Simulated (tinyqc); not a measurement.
Electromigration in a confined line: Blech product, Korhonen stress evolution and Black's law: one step, computed by the program tinyqc.

The electron wind pushes atoms from the cathode (x = 0) to the anode (x = L); blocking ends build a back stress (tension positive). The input rho is taken not to change with temperature. d sigma/dt = d/dx [kappa (d sigma/dx + G)], with zero flux at both ends and sigma = sigma_0 at t = 0.

Question. Driving force and diffusivities. G = Z* e rho j/Omega; D = D0 exp(-E/(k_B T)); kappa = D B Omega/(k_B T); drift velocity of an unconfined line v = D Z* e rho j/(k_B T). SI: 1 micro-ohm cm = 1e-8 ohm m, 1 MA/cm^2 = 1e10 A/m^2. Temperatures in kelvin are T(C) + 273.15.

Inputs (values chosen for the exercise, close to those used for aluminium lines):

| quantity | value | unit |
|---|---|---|
| resistivity rho | 3.6 | micro-ohm cm |
| atomic volume Omega | 16.6 | angstrom^3 |
| effective charge number Z* | 3.8 | - |
| prefactor D0 | 1.4e-07 | m^2/s |
| activation energy E | 0.682 | eV |
| effective modulus B | 33 | GPa |
| current density j | 0.5 | MA/cm^2 |
| test temperature T | 300 | C |

Start: thermal stress.

Constants: e = 1.602176634e-19 C; k_B = 8.617333262e-05 eV/K; k_B = 1.380649e-23 J/K.

Give: stress gradient G; diffusivity D; kappa; drift velocity.

Answer.

stress gradient G = 6.6017 MPa/um

diffusivity D = 1.4100e-13 m^2/s

kappa = 9.7609e-12 m^2/s

drift velocity = 7029.7 nm/h
